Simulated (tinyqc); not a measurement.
Interdiffusion of a quantum well during annealing: blurred potential and shift of the confined levels: one step, computed by the program tinyqc.

A square well of width w is blurred by Fick diffusion with a constant coefficient; band offsets are linear in composition, masses are uniform, and strain and excitons are ignored.

Question. Diffusion length. D = D0 exp(-E/(k_B T)); L = sqrt(D t); share of well material at the centre erf(w/(4L)); 1 nm = 1e-7 cm. Temperatures in kelvin are T(C) + 273.15.

Inputs (values chosen for the exercise, modelled on GaAs in AlGaAs):
```
quantity              value    unit
well width w            7.5      nm
prefactor D0           3700  cm^2/s
activation energy E    3.88      eV
anneal temperature T    810       C
anneal time t            32       s
```

Constants: k_B = 8.617333262e-05 eV/K.

Give: diffusivity D; diffusion length L; ratio L/w; share at the centre.

Answer.

diffusivity D = 3.2733e-15 cm^2/s

diffusion length L = 3.2364 nm

ratio L/w = 0.43153

share at the centre = 0.58739

Caution: so large a prefactor D0 is not a material value; it only sets the diffusion length of the exercise.
